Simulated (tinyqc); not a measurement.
## p-n heterojunction, non-linear Poisson equation by Newton steps, Fermi-Dirac statistics: effect of the acceptor density of material 1

One dimension, material 1 (p-type) at x < 0 and material 2 (n-type) at x > 0. Band edges: Ec = -psi in material 1 and -psi + dEc in material 2, Ev = Ec - Eg. Flat quasi-Fermi levels: 0 for holes, +V for electrons. n = Nc F((EFn - Ec)/Vt), p = Nv F((Ev - EFp)/Vt), with F(eta) = F_1/2(eta) = (2/sqrt(pi)) int_0^infinity sqrt(u) du/(1 + exp(u - eta)) (Fermi-Dirac statistics); full ionisation, no interface charge, classical densities; the doping types are chosen for the exercise.

Exact first integral: on each side D^2/(2 eps0 er) = G, G = q [Vt (nI_j - nI_b) + Vt (pI_j - pI_b) - C (psi_j - psi_b)], with C = -N1 or +N2, b the neutral end of that side, and nI, pI the densities with F_1/2 replaced by F_3/2(eta) = (4/(3 sqrt(pi))) int_0^infinity u^(3/2) du/(1 + exp(u - eta)). D is continuous, so er1 G1(psi_j) = er2 G2(psi_j) fixes psi_j. Ends from Nv1 F((-psi_L - Eg1)/Vt) = N1 and Nc2 F((V + psi_R - dEc)/Vt) = N2. D is counted positive when psi rises towards material 2. Depletion (Anderson) capacitance C^2 = q eps0 er1 er2 N1 N2/(2 (er1 N1 + er2 N2)(psi_R - psi_L)). -dD/dV is the change of the displacement at the interface with both quasi-Fermi levels flat; it is the terminal capacitance only while neither side holds an inversion layer. n_j and p_j are densities at the interface.

Parameters, values chosen for the exercise; band and dielectric values close to those of SiGe and Si:
```
symbol,value,unit,meaning
T,300,K,temperature
Eg1,0.909,eV,band gap of material 1
er1,12.9,,relative permittivity of material 1
Nc1,1.87e19,cm^-3,conduction-band density of states of material 1
Nv1,9.85e18,cm^-3,valence-band density of states of material 1
Eg2,1.12,eV,band gap of material 2
er2,11.9,,relative permittivity of material 2
Nc2,2.77e19,cm^-3,conduction-band density of states of material 2
Nv2,2.6e19,cm^-3,valence-band density of states of material 2
dEc,0.03,eV,conduction-band offset Ec2 - Ec1
N2,3e18,cm^-3,donor density of material 2
V,-1.5,V,bias of side 1 against side 2
```

Constants: q = 1.602176634e-19 C, kB = 1.380649e-23 J/K, Vt = kB T/q, eps0 = 8.8541878128e-14 F/cm where lengths are in cm. Results are converted to the units shown.

Effect of the acceptor density of material 1:

| N1 (cm^-3) | psi_R - psi_L (V) | psi_j - psi_L (V) | psi_R - psi_j (V) | D/q (cm^-2) | n_j in 1 (cm^-3) | p_j in 2 (cm^-3) | -dD/dV (nF/cm^2) | depletion C (nF/cm^2) |
|---|---|---|---|---|---|---|---|---|
| 3.7e15 | 2.179 | 2.141 | 0.03742 | 8.277e11 | 1.534e18 | 9.514e-24 | 2.946 | 12.46 |
| 8.7e15 | 2.201 | 2.160 | 0.04042 | 8.811e11 | 1.370e18 | 1.068e-23 | 6.896 | 18.99 |
| 2e16 | 2.222 | 2.175 | 0.04750 | 1.001e12 | 1.048e18 | 1.405e-23 | 15.60 | 28.59 |
| 4.8e16 | 2.245 | 2.179 | 0.06641 | 1.289e12 | 5.096e17 | 2.920e-23 | 34.89 | 43.85 |
| 1.1e17 | 2.266 | 2.155 | 0.1115 | 1.836e12 | 8.995e16 | 1.667e-22 | 63.75 | 65.35 |
| 2.7e17 | 2.290 | 2.065 | 0.2252 | 2.801e12 | 1.105e15 | 1.360e-20 | 100.3 | 99.15 |
| 6.3e17 | 2.312 | 1.867 | 0.4453 | 4.066e12 | 2.217e11 | 6.777e-17 | 144.2 | 142.5 |
| 1.5e18 | 2.335 | 1.507 | 0.8286 | 5.626e12 | 8.078e4 | 1.860e-10 | 197.5 | 195.2 |

As N1 goes from 3.7e15 to 1.5e18, the total bending rises from 2.18 to 2.34 V and the sheet charge D/q rises from 8.28e11 to 5.63e12 cm^-2; the share of the bending in material 1 falls from 98.3 to 64.5 %. The capacitance departs most from the depletion formula at N1 = 3.7e15, where it is 76 % below it, and there the electrons at the interface in material 1 outnumber its acceptors: an inversion layer has formed.

Computed by the program tinyqc: `OMP_NUM_THREADS=1 python tinyqc.py 2040005 2040006 out.jsonl`, one thread of a shared Intel Xeon 2.30GHz, about 0.2 s for the whole run.
